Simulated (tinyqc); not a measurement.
Free-carrier absorption and index change in the near infrared: free-carrier optics of a doped semiconductor (Drude model).

eps(E) = ei [1 - Ep^2/(E^2 + i E Gam)], with Ep^2 = 8 pi c (e^2/(4 pi eps0)) N/(m ei), c = hbar^2/2m0, N in 1/angstrom^3 (1e-24 per 1/cm^3); Gam = hbar/tau, tau = mu m m0/e with m0/e = 5.685630e-12 kg/C and mu in m^2/(V s). Energies in meV.

n + i k = sqrt(eps1 + i eps2) with k >= 0; R = ((n - 1)^2 + k^2)/((n + 1)^2 + k^2) at normal incidence from vacuum; alpha = 2 E k/(hbar c), times 1e8 for 1/cm; loss function Im(-1/eps) = eps2/(eps1^2 + eps2^2).

Constants: hbar^2/2m0 = 3.80998211 eV angstrom^2; e^2/(4 pi eps0) = 14.39964547 eV angstrom; hbar = 6.58211957e-16 eV s; hbar c = 1973.269805 eV angstrom.

Parameters, chosen for this exercise (mass and dielectric values near those of Si; N and mu are free inputs; interband absorption and the rise of the mass with filling are left out; shifted at random, so the results belong to these values and not to a real crystal):
```
symbol  value    unit        meaning
N       1.4e+19  1/cm^3      carrier density
m       0.272    m0          conductivity mass
mu      50       cm^2/(V s)  mobility
ei      11.73                high-frequency dielectric constant
```

At the wavelengths listed E = hc/lambda (hc = 1239.841984 eV nm). Approximate forms: alpha = ei Ep^2 Gam/(E^2 sqrt(ei) hbar c) and dn = -sqrt(ei) Ep^2/(2 E^2).

Free carriers:
```
lambda (micrometre)  E (meV)  alpha (1/cm)  alpha, approximate       dn  dn, approximate
1.31                   946.4          99.3                99.8  -0.0115          -0.0116
1.55                   799.9           139                 140  -0.0160          -0.0162
2.00                   619.9           230                 233  -0.0266          -0.0270
3.00                   413.3           511                 523  -0.0587          -0.0607
5.00                   248.0      1.36e+03            1.45e+03   -0.154           -0.169
8.00                   155.0      3.18e+03            3.72e+03   -0.343           -0.431
10.60                  117.0      5.01e+03            6.53e+03   -0.506           -0.757
```

At 1.55 micrometre alpha = 139 1/cm and dn = -0.016; a phase shift of pi needs a length lambda/(2 |dn|) = 48.3 micrometre, over which the loss is 2.91 dB. The approximate alpha is within 5 % up to 3 micrometre of the wavelengths listed; it needs photon energies well above both Ep and Gam, which lie at 15.9 and 14.6 micrometre. Interband and intervalley absorption are left out; with a realistic dc mobility the Drude form tends to understate the near-infrared absorption of Si.

Run: tinyqc, `OMP_NUM_THREADS=1 python tinyqc.py 1652272 1652273 out.jsonl`; Intel(R) Xeon(R) Processor @ 2.30GHz, one thread, shared host; about 0.01 s of CPU time with all checks.
